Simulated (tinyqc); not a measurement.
Inside a calculation. Method: UHF in the 6-31g basis, for H2, spin multiplicity 1. One step of it, computed by the program tinyqc.

Problem. Iteration 3: building the Fock matrix. J_ij = sum D_kl (ij|kl) with D = D(alpha) + D(beta), K_ij = sum D_kl (ik|jl) for each spin; F = H + J - K(s); E = tr D H + tr D J / 2 - 0.5 sum_s tr D(s) K(s) + E_nn.

D(alpha) after iteration 2, order 1H 1s, 1H 2s, 2H 1s, 2H 2s:
$$\begin{pmatrix}
0.183748 & 0.272895 & 0.021258 & 0.013572 \\
0.272895 & 0.405292 & 0.031572 & 0.020156 \\
0.021258 & 0.031572 & 0.002459 & 0.001570 \\
0.013572 & 0.020156 & 0.001570 & 0.001002
\end{pmatrix}$$

D(beta) after iteration 2, order 1H 1s, 1H 2s, 2H 1s, 2H 2s:
$$\begin{pmatrix}
0.002459 & 0.001570 & 0.021258 & 0.031572 \\
0.001570 & 0.001002 & 0.013572 & 0.020156 \\
0.021258 & 0.013572 & 0.183748 & 0.272895 \\
0.031572 & 0.020156 & 0.272895 & 0.405292
\end{pmatrix}$$

core Hamiltonian H = T + V (hartree), order 1H 1s, 1H 2s, 2H 1s, 2H 2s:
$$\begin{pmatrix}
-0.619010 & -0.720425 & -0.138526 & -0.325094 \\
-0.720425 & -0.750896 & -0.325094 & -0.495256 \\
-0.138526 & -0.325094 & -0.619010 & -0.720425 \\
-0.325094 & -0.495256 & -0.720425 & -0.750896
\end{pmatrix}$$

Two-electron integrals (ij|kl) in chemists' order, unique and non-zero (hartree):
```
(11|11) 1.076566   (21|11) 0.578470   (21|21) 0.329423   (22|11) 0.587396
(22|21) 0.361304   (22|22) 0.453150   (31|11) 0.041184   (31|21) 0.025095
(31|22) 0.030536   (31|31) 0.003467   (32|11) 0.105200   (32|21) 0.067837
(32|22) 0.093800   (32|31) 0.010713   (32|32) 0.043381   (33|11) 0.361162
(33|21) 0.236998   (33|22) 0.346208   (33|31) 0.041184   (33|32) 0.199940
(33|33) 1.076566   (41|11) 0.199940   (41|21) 0.115362   (41|22) 0.129194
(41|31) 0.010713   (41|32) 0.029720   (41|33) 0.105200   (41|41) 0.043381
(42|11) 0.269546   (42|21) 0.169006   (42|22) 0.221474   (42|31) 0.019171
(42|32) 0.067017   (42|33) 0.269546   (42|41) 0.067017   (42|42) 0.131872
(43|11) 0.236998   (43|21) 0.154944   (43|22) 0.224222   (43|31) 0.025095
(43|32) 0.115362   (43|33) 0.578470   (43|41) 0.067837   (43|42) 0.169006
(43|43) 0.329423   (44|11) 0.346208   (44|21) 0.224222   (44|22) 0.319485
(44|31) 0.030536   (44|32) 0.129194   (44|33) 0.587396   (44|41) 0.093800
(44|42) 0.221474   (44|43) 0.361304   (44|44) 0.453150
```

nuclear repulsion = 0.36145984 hartree

Give: Coulomb J; exchange K(alpha); exchange K(beta); F(alpha); F(beta); total energy of this density.

Solution.

Coulomb J (hartree), order 1H 1s, 1H 2s, 2H 1s, 2H 2s:
$$\begin{pmatrix}
1.147 & 0.688 & 0.071 & 0.261 \\
0.688 & 0.850 & 0.261 & 0.490 \\
0.071 & 0.261 & 1.147 & 0.688 \\
0.261 & 0.490 & 0.688 & 0.850
\end{pmatrix}$$

exchange K(alpha) (hartree), order 1H 1s, 1H 2s, 2H 1s, 2H 2s:
$$\begin{pmatrix}
0.661 & 0.520 & 0.094 & 0.233 \\
0.520 & 0.464 & 0.097 & 0.219 \\
0.094 & 0.097 & 0.049 & 0.068 \\
0.233 & 0.219 & 0.068 & 0.125
\end{pmatrix}$$

exchange K(beta) (hartree), order 1H 1s, 1H 2s, 2H 1s, 2H 2s:
$$\begin{pmatrix}
0.049 & 0.068 & 0.094 & 0.097 \\
0.068 & 0.125 & 0.233 & 0.219 \\
0.094 & 0.233 & 0.661 & 0.520 \\
0.097 & 0.219 & 0.520 & 0.464
\end{pmatrix}$$

F(alpha) (hartree), order 1H 1s, 1H 2s, 2H 1s, 2H 2s:
$$\begin{pmatrix}
-0.132 & -0.553 & -0.161 & -0.297 \\
-0.553 & -0.365 & -0.161 & -0.224 \\
-0.161 & -0.161 & 0.480 & -0.100 \\
-0.297 & -0.224 & -0.100 & -0.027
\end{pmatrix}$$

F(beta) (hartree), order 1H 1s, 1H 2s, 2H 1s, 2H 2s:
$$\begin{pmatrix}
0.480 & -0.100 & -0.161 & -0.161 \\
-0.100 & -0.027 & -0.297 & -0.224 \\
-0.161 & -0.297 & -0.132 & -0.553 \\
-0.161 & -0.224 & -0.553 & -0.365
\end{pmatrix}$$

total energy of this density = -1.01679 hartree
